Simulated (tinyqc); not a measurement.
Course in time: spin coating of a resist or spin-on film: centrifugal thinning, evaporation and the final thickness (Emslie and Meyerhofer models). Computed by tinyqc, a small Python program. Command: `OMP_NUM_THREADS=1 python tinyqc.py 3111068 3111069 out.jsonl spincoat walk`. One thread of a shared host (Intel(R) Xeon(R) Processor @ 2.30GHz), about 0.2 s of CPU time with the checks.

A Newtonian film stays uniform over the wafer; solvent and solids have the same density and the concentration is uniform through the thickness.

Inputs (values chosen for the exercise, of the order of those of a polymer resist in an ester solvent): solids volume fraction c0 = 0.026; kinematic viscosity of the solvent nu_s = 1.3 mm^2/s; viscosity constant k = 830 mm^2/s; viscosity exponent gamma = 2.2; spin speed f = 2500 rpm; evaporation rate at 1000 rpm e0 = 0.49 micrometre/s; starting thickness h0 = 600 micrometre; wafer radius R = 50 mm; shrinkage in the bake = 15 %.

Method:
- omega = 2 pi f/60; nu(c) = nu_s + k c^gamma; evaporation rate e = e0 sqrt(f/1000 rpm).
- Flow constant K = 2 omega^2/(3 nu(c0)); Reynolds number of the air omega R^2/nu_air with nu_air = 15 mm^2/s.
- Meyerhofer estimate: flow rules until (1 - c0) K h^3 = e, then evaporation alone: h_w = (e/((1 - c0) K))^(1/3), dry film c0 h_w.
- Full model for solids s and liquid l per area, h = s + l, c = s/h: ds/dt = -c Q, dl/dt = -(1 - c) Q - e, Q = 2 omega^2 h^3/(3 nu(c)); integrated adaptively (relative tolerance 1e-9) until l = 0.
- Dry film = s at l = 0, before the bake; film after the bake = s x (1 - shrinkage).
- Times are fractions of the time to dry.

omega = 261.799 1/s

evaporation rate e = 0.774758 micrometre/s

dry film = 82.6029 nm

dry film, estimate = 78.3245 nm

History:
```
fraction   t (s)  h (micrometre)        c  nu (mm^2/s)         Q/e  s (nm)
0.003     0.0141          34.823  0.02601        1.571  1.5857e+03  905.59
0.010     0.0471          19.085  0.02603        1.571  2.6094e+02  496.85
0.030     0.1412          10.992  0.02617        1.574  4.9746e+01  287.68
0.100     0.4707           5.913  0.02708        1.596  7.6421e+00  160.13
0.200     0.9414           4.010  0.02924        1.650  2.3048e+00  117.25
0.350     1.6474           2.752  0.03456        1.806  6.8051e-01   95.10
0.500     2.3534           1.982  0.04372        2.149  2.1378e-01   86.67
0.700     3.2947           1.182  0.07027        3.710  2.6256e-02   83.07
0.900     4.2361           0.447  0.18469       21.495  2.4552e-04   82.61
```

Q/e drops below 1 between t = 0.94 and 1.6 s, when c has risen from 0.026 to about 0.035; after that row the solids fall by a further 13 %. The full model gives 1.05 times the two-stage estimate.
